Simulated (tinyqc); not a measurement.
Decay of LO phonons and the hot-phonon bottleneck in the cooling of electrons: one step, computed by the program tinyqc. Command: `OMP_NUM_THREADS=1 python tinyqc.py 3001372 3001373 out.jsonl hotphonon walk`. One thread of a shared host (Intel(R) Xeon(R) Processor @ 2.30GHz), about 0.01 s of CPU time with the checks.

n(E, T) = 1/(exp(E/(k_B T)) - 1) is the Bose occupation. Electrons have a temperature T_e; the LO modes within their reach share one occupation N; the decay products stay at the lattice temperature.

Question. Lifetime and Raman width. Decay rate 1/tau = (1/tau_0) [1 + n(f hbar omega) + n((1 - f) hbar omega)]. Full width Gamma = 1/(2 pi c tau) in 1/cm, c in cm/s.

Inputs (values chosen for the exercise, modelled on gallium arsenide):
```
quantity,value,unit
LO energy hbar omega,35.5,meV
"lifetime at T = 0, tau_0",11,ps
share f of the energy in the softer product,0.4,-
lattice temperature T,150,K
```

Decay channel: two unequal phonons (Ridley).

Constants: k_B = 8.617333262e-05 eV/K; c = 299792458 m/s.

Give: thermal factor tau_0/tau; phonon lifetime tau; Raman width Gamma; equilibrium LO occupation N_0.

Answer.

thermal factor tau_0/tau = 1.7384

phonon lifetime tau = 6.3277 ps

Raman width Gamma = 0.83898 1/cm

equilibrium LO occupation N_0 = 0.068557

Stimulated decay shortens the lifetime by 42 %.
